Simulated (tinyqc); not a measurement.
UHF in the sto-3g basis, for H2+, spin multiplicity 2, step by step. One step of it, computed by the program tinyqc.

Question. Iteration 4 (converged): orbitals. Diagonalise F' = X^T F X, C = X C', fill 1 alpha and 0 beta electrons from the bottom; D(s) = C_occ C_occ^T. Each column has its largest component positive (the first on a tie).

F(alpha) (hartree), order 1H 1s, 2H 1s:
```
[[-0.703931, -0.465593],
 [-0.465593, -0.703931]]
```

F(beta) (hartree), order 1H 1s, 2H 1s:
```
[[-0.267197, -0.194518],
 [-0.194518, -0.267197]]
```

X, order 1H 1s, 2H 1s:
```
[[1.029038, -0.141918],
 [-0.141918, 1.029038]]
```

Give: F' = X^T F X; orbital energies; coefficients C; F' = X^T F X; orbital energies; coefficients C; D(alpha) after iteration 4; D(beta) after iteration 4.

Answer.

F' = X^T F X (alpha) (hartree):
```
[[-0.6236, -0.2968],
 [-0.2968, -0.6236]]
```

orbital energies (alpha) (hartree): [-0.9204, -0.3268]

coefficients C (alpha), order 1H 1s, 2H 1s:
```
[[0.6273, 0.8280],
 [0.6273, -0.8280]]
```

F' = X^T F X (beta) (hartree):
```
[[-0.2315, -0.1319],
 [-0.1319, -0.2315]]
```

orbital energies (beta) (hartree): [-0.3634, -0.0997]

coefficients C (beta), order 1H 1s, 2H 1s:
```
[[0.6273, 0.8280],
 [0.6273, -0.8280]]
```

D(alpha) after iteration 4, order 1H 1s, 2H 1s:
```
[[0.3935, 0.3935],
 [0.3935, 0.3935]]
```

D(beta) after iteration 4, order 1H 1s, 2H 1s:
```
[[0.0000, 0.0000],
 [0.0000, 0.0000]]
```
